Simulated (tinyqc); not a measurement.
Inside a calculation: band gaps under pressure and temperature from deformation potentials. Values are carried at full precision from step to step, so a last printed digit may differ when a step is redone from the rounded ones.

Murnaghan: V/V0 = (1 + Bp P/B0)^(-1/Bp), B0 = (C11 + 2 C12)/3. Each gap moves by a ln(V/V0) with its volume potential a, and falls with temperature by aV T^2/(T + bV) (Varshni); the two effects are added. No change of phase is considered.

Parameters, chosen for this exercise (near those of AlAs, the X and L potentials typical of such crystals; shifted at random, so the results belong to these values and not to a real crystal):
```
symbol  value                  unit    meaning
C11     123.9                  GPa
C12     53.1                   GPa
Bp      4.21                           pressure derivative of the bulk modulus
P       2                      GPa     pressure
Eg      3.045                  eV      gap at Gamma to the s-like level at 0 K, 0 GPa
EgX     2.201                  eV      gap to X at 0 K, 0 GPa
EgL     2.481                  eV      gap to L at 0 K, 0 GPa
aG      -8.09                  eV      volume potential of the Gamma gap
aX      1.73                   eV      volume potential of the X gap
aL      -3.35                  eV      volume potential of the L gap
aV      (0.894, 0.681, 0.613)  meV/K   Varshni alpha of Gamma, X, L
bV      (537, 520, 188)        K       Varshni beta of Gamma, X, L
T       400                    K       temperature
aT      5.1                    1e-6/K  linear thermal expansion near 300 K
```

## Volume under pressure

Give B0, V/V0, ln(V/V0), the change of the lattice constant and the linear estimate -P/B0.

B0 = 76.70 GPa
V/V0 = 0.97556
ln(V/V0) = -0.02474
change of a = -0.821 %
-P/B0 = -0.02608

The stiffening under pressure makes the compression 5.1 % smaller than the linear estimate.

## Gaps at P and T

Give both shifts and the gaps.

pressure shifts (eV): Gamma 0.2002, X -0.0428, L 0.0829

temperature shifts (eV): Gamma -0.1527, X -0.1184, L -0.1668

gaps (eV): Gamma 3.0925, X 2.0398, L 2.3971

The lowest valley is X (indirect gap), 357 meV below L; at 0 K and 0 GPa it is X.

## Pressure coefficients

Expand in P: E = E0 + c1 P + c2 P^2 with c1 = -a/B0 and c2 = a Bp/(2 B0^2).

c1 (meV/GPa): Gamma 105.48, X -22.56, L 43.68

c2 (meV/GPa^2): Gamma -2.895, X 0.619, L -1.199

Gamma and L rise under pressure and X falls, as the signs of the volume potentials say.

## Pressures at which the valleys cross

Two gaps meet at ln(V/V0) = -(E_i - E_j)/(a_i - a_j), with the gaps at T and P = 0; then P = (B0/Bp)(exp(-Bp ln(V/V0)) - 1). A dash marks expansion or a compression beyond ln(V/V0) = -0.3.

Crossings:
```
pair     E_i - E_j (eV)  ln(V/V0)  P (GPa)
Gamma-X          0.8098    0.0825        -
Gamma-L          0.5781    0.1220        -
L-X              0.2316    0.0456        -
```

The lowest valley stays X down to ln(V/V0) = -0.3, far beyond the phase change of the real crystal near 12 GPa.

## How much of dE/dT is thermal expansion

At 300 K: dE/dT = -aV T (T + 2 bV)/(T + bV)^2; expansion alone gives 3 aT a; the rest is electron-phonon coupling.

dE/dT (meV/K): Gamma -0.5260, X -0.4071, L -0.5220

from expansion (meV/K): Gamma -0.1238, X 0.0265, L -0.0513

remainder (meV/K): Gamma -0.4022, X -0.4336, L -0.4708

Expansion supplies 24 % of the slope at Gamma and 10 % at L; at X it works against the fall.

## Checks

- Slope of the Gamma gap at P = 0 by finite differences against c1 (meV/GPa): both 105.48.

Computed by tinyqc, a small Python program: `OMP_NUM_THREADS=1 python tinyqc.py 1051047 1051048 out.jsonl` (the numbers bound the seed that draws the inputs); one thread of a shared host (Intel(R) Xeon(R) Processor @ 2.30GHz), about 0.01 s for the whole set of steps.
